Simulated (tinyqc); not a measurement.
Worked calculation: Luttinger-Kohn k.p, four valence bands. Computed by tinyqc, a small Python program that keeps every step. Settings: g1 = 8.21, g2 = 1.48, g3 = 2.04. Command: `OMP_NUM_THREADS=1 python tinyqc.py 20867 20868 out.jsonl` (the two numbers bound the seeds that draw the settings). One thread of a shared host (Intel(R) Xeon(R) Processor @ 2.60GHz), about 0.01 s of CPU time with the checks.

## Bloch Hamiltonian at k

Luttinger parameters chosen for this model; energies are counted downward from the top of the valence band:
```
parameter     value  unit
g1         8.210000
g2         1.480000
g3         2.040000
```

k point k (1/angstrom): -0.016000  0.036000  -0.035000

P = c g1 k^2, Q = c g2 (kx^2 + ky^2 - 2 kz^2), R = c sqrt3 [-g2 (kx^2 - ky^2) + 2i g3 kx ky], S = 2 c sqrt3 g3 (kx - i ky) kz, c = hbar^2/2m = 3.809982 eV angstrom^2; rows [P+Q, -S, R, 0], [-S*, P-Q, 0, R], [R*, 0, P-Q, S], [0, R*, S*, P+Q]. The path ends lie at |k| = 0.06 1/angstrom.

H(k) at k (eV), lower triangle (Hermitian):
```
                      3/2                 1/2                -1/2      -3/2
3/2              0.081801
1/2   -0.015078+0.033925i            0.091928
-1/2   0.010157+0.015508i            0.000000            0.091928
-3/2             0.000000  0.010157+0.015508i  0.015078-0.033925i  0.081801
```

## Levels at k

Diagonalise the Hermitian matrix.

eigenvalues (eV): 0.045061  0.045061  0.128668  0.128668

## Bands along a path

The same steps at evenly spaced points between the labelled ones.

Bands along the path (eV):
```
k               band 1    band 2    band 3    band 4
[111]         0.056647  0.056647  0.168569  0.168569
[111]-G 0.33  0.025176  0.025176  0.074919  0.074919
[111]-G 0.67  0.006294  0.006294  0.018730  0.018730
G             0.000000  0.000000  0.000000  0.000000
G-[100] 0.33  0.008001  0.008001  0.017023  0.017023
G-[100] 0.67  0.032004  0.032004  0.068092  0.068092
[100]         0.072009  0.072009  0.153207  0.153207
```

## Hole masses

E = c [g1 k^2 -/+ 2 sqrt(g2^2 k^4 + 3 (g3^2 - g2^2)(kx^2 ky^2 + ky^2 kz^2 + kz^2 kx^2))] with c = hbar^2/2m, and m* = hbar^2 k^2 / (2 E).

Masses (electron masses):
```
direction     heavy     light
[100]      0.190476  0.089526
[110]      0.228353  0.083051
[111]      0.242131  0.081367
```
